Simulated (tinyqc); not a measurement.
# Worked calculation: crystallisation kinetics and data retention of a phase-change cell

Numbers from tinyqc (`OMP_NUM_THREADS=1 python tinyqc.py 2490021 2490022 out.jsonl`; about 0.02 s on one thread of a shared Intel Xeon 2.30GHz). Printed values are rounded.

Johnson-Mehl-Avrami-Kolmogorov law X = 1 - exp(-y^n), y = integral of k dt, k = (1/100 s) exp[-(Ec q/kB)(1/T - 1/T1)].

Inputs (values chosen for the exercise); values of the order of Ge-Sb-Te and related chalcogenides: activation energy of crystallisation Ec = 2.75 eV; temperature at which the rate k is 1/(100 s) T1 = 447 K; Avrami exponent n = 2; crystalline share at which the state is lost Xf = 0.2; storage temperature T = 393 K; heating rate b = 5 K/min; start of the ramp table Ta = 413 K; step of the table dT = 6 K; steps m = 10.

Constants: q = 1.602176634e-19 C, kB = 1.380649e-23 J/K. Results are converted to the units shown.

Range of the model: One Arrhenius rate is assumed; incubation, growth from the boundary and the non-Arrhenius kinetics of the supercooled liquid are left out.

## Retention

At fixed T the state fails at t = (-ln(1 - Xf))^(1/n)/k; ten years are 3.15576e8 s.

k = 5.49191e-7 1/s
y at failure = 0.472381
time to fail = 8.60139e5 s
the same in years = 0.0272562
temperature for ten years = 366.358 K

The cell misses ten years at 393 K.

## A heating ramp

T rises at the rate b. Start with y = k (kB Ta^2/(q Ec))/b, the integral from cold to Ta to leading order; over each step k is taken as exponential in T, so y gains (dT/b)(k2 - k1)/ln(k2/k1). dX/dt = n y^(n - 1) k exp(-y^n), listed as 0 once y^n exceeds 23.

| point | T (K) | k (1/s) | y | X | dX/dt (1/s) |
|---|---|---|---|---|---|
| 0 | 413 | 2.80222e-5 | 0.00179731 | 3.23032e-6 | 1.00729e-7 |
| 1 | 419 | 8.47313e-5 | 0.00548741 | 3.01112e-5 | 9.29883e-7 |
| 2 | 425 | 2.48323e-4 | 0.0164418 | 2.70295e-4 | 8.16353e-6 |
| 3 | 431 | 7.06300e-4 | 0.0479868 | 0.00230009 | 6.76303e-5 |
| 4 | 437 | 0.00195207 | 0.136217 | 0.0183840 | 5.22034e-4 |
| 5 | 443 | 0.00524858 | 0.376190 | 0.131961 | 0.00342782 |
| 6 | 449 | 0.0137439 | 1.01159 | 0.640599 | 0.00999361 |
| 7 | 455 | 0.0350872 | 2.65121 | 0.999114 | 1.64820e-4 |
| 8 | 461 | 0.0874166 | 6.77864 | 1 | 0 |
| 9 | 467 | 0.212741 | 16.9242 | 1 | 0 |
| 10 | 473 | 0.506187 | 41.2982 | 1 | 0 |

Among the points the rate is largest at 449 K, where X = 0.641; the exact peak lies at 448.9 K.
